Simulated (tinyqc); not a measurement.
Inside a calculation. Model: square on-chip spiral inductor, lumped pi model.

Computed by the program tinyqc: `OMP_NUM_THREADS=1 python tinyqc.py 2302113 2302114 out.jsonl`, one thread of a shared Intel Xeon 2.30GHz, about 0.01 s for the whole run. Printed values are rounded.

Outer diameter do = di + 2 n wd + 2 (n - 1) sp, mean da = (do + di)/2, fill p = (do - di)/(do + di), length l = 4 n da. L = 2.34 mu0 n^2 da/(1 + 2.75 p), mu0 = 4 pi 1e-7 H/m. Rs = rho l/(wd delta (1 - exp(-th/delta))), delta = sqrt(rho/(pi f mu0)). Cs = n wd^2 eps0 eo/hu across the coil. At each end Cox = l wd eps0 eo/(2 ho) leads to the substrate branch Rsi = 2 rs he/(l wd) in parallel with Csi = l wd eps0 11.7/(2 he). With one end grounded Y = 1/(Rs + i w L) + i w Cs + 1/[1/(i w Cox) + 1/(1/Rsi + i w Csi)], w = 2 pi f; Q = -Im Y/Re Y. Eddy currents in neighbouring turns and in the substrate are left out.

Parameters, values chosen for the exercise; values of the order met in silicon radio-frequency processes:
- n = 6.5 (number of turns)
- wd = 10 um (line width)
- sp = 2 um (space between turns)
- di = 100 um (inner diameter)
- th = 3.4 um (metal thickness)
- rho = 3 uohm cm (metal resistivity)
- ho = 9.4 um (oxide below the coil)
- hu = 0.8 um (oxide between coil and underpass)
- eo = 4.1 (relative permittivity of the oxide)
- rs = 10 ohm cm (substrate resistivity)
- he = 50 um (effective spreading depth in the substrate)
- f = 2.4 GHz (frequency)

Constants: eps0 = 8.8541878128e-12 F/m. Results are converted to the units shown.

## Geometry and model elements

do, l, L, delta, Rs, Cs, Cox, Rsi and Csi as defined.

do = 252 um
l = 4576 um
L = 9.99579 nH
delta = 1.77941 um
Rs = 9.05476 ohm
Cs = 29.4955 fF
Cox = 88.3610 fF
Rsi = 218.531 ohm
Csi = 47.4046 fF

Rs is 2.24 times the direct-current value in this empirical form, which overstates the skin effect of a flat slab when delta is near th and so stands in for some current crowding.

## Admittance, quality factor and apparent inductance

Series branch 1/(Rs + i w L), substrate branch, total Y, Q = -Im Y/Re Y, apparent inductance Im(1/Y)/w, metal-only value w L/Rs, share of the loss in the substrate Re(substrate branch)/Re Y.

series branch = 0.39710-6.61040i mS
substrate branch = 0.32328+1.18782i mS
Y = 0.72037-4.97780i mS
Q = 6.91001
apparent inductance = 13.0488 nH
w L/Rs = 16.6468
share of the loss in the substrate = 44.8764 %

Q is 41.5 % of the metal-only value.
